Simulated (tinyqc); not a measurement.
Off-state leakage of single and stacked transistors: two steps of the calculation.

n-channel devices of unit width. Subthreshold current I(Vg, Vs, Vd) = I0 (T/300 K)^0.5 exp[(Vg - Vs - VT(T) - gb (Vs - Vb) + dd (Vd - Vs))/(nf Vt)] (1 - exp(-(Vd - Vs)/Vt)), VT(T) = VT - cT (T - 300 K). Gate-edge tunnelling Ig (Vd/1 V) exp(ag (Vd - 1 V)), for a gate at 0 V, and band-to-band leakage Ab u exp(-Bb/u), u = Vd - Vb + 1 V, flow at a drain held at V; both are taken as independent of T. In a stack of off transistors (all gates at 0 V) the same subthreshold current passes through each.

Inputs (values chosen for the exercise); values of the order met in bulk silicon logic transistors:
- T = 378 K (temperature)
- V = 1.1 V (supply voltage)
- VT = 0.33 V (threshold at 300 K, zero drain and body bias)
- cT = 0.5 mV/K (fall of the threshold with temperature)
- I0 = 0.21 uA/um (current at threshold at 300 K)
- nf = 1.44 (slope factor)
- dd = 0.12 (drain-induced lowering per volt)
- gb = 0.18 (rise of the threshold per volt of source-body bias)
- Ig = 0.0007 uA/um (gate-edge tunnelling current at 1 V)
- ag = 5 1/V (exponential slope of the gate current)
- Ab = 50 uA/(um V) (prefactor of band-to-band leakage at the drain)
- Bb = 20 V (its exponential voltage)
- Vb = 0 V (body voltage)

Constants: q = 1.602176634e-19 C, kB = 1.380649e-23 J/K, Vt = kB T/q. Results are converted to the units shown.

Task 1. Leakage of one transistor. Vg = Vs = 0, Vd = V; effective threshold VT(T) - gb Vb - dd V.

Give: effective threshold; parts; total; shares.

Result 1.

effective threshold = 0.15900 V
parts (nA/um): subthreshold 7.9478, gate edge 1.2695, band-to-band 7.6745
total = 16.892 nA/um
shares (%): subthreshold 47.051, gate edge 7.5156, band-to-band 45.433

The subthreshold part is the largest.

Task 2. New Vx. Stack of two, Vx the node between them: I_low = I(0, 0, Vx), I_up = I(0, Vx, V), f = ln(I_up/I_low), f' = -(1 + gb + 2 dd)/(nf Vt) - 1/(Vt (exp(Vx/Vt) - 1)) - 1/(Vt (exp((V - Vx)/Vt) - 1)), Vx(new) = Vx - f/f'.

Vx after iteration 1 = 0.094803981 V

Find: I_low; I_up; f; f'; Vx after iteration 2.

Result 2.

I_low = 0.5742 nA/um
I_up = 0.5743 nA/um
f = 9.734e-5
f' = -32.04 1/V
Vx after iteration 2 = 0.09481 V

Program tinyqc, `OMP_NUM_THREADS=1 python tinyqc.py 2242132 2242133 out.jsonl`; Intel Xeon 2.30GHz, shared host, one thread, about 0.03 s.
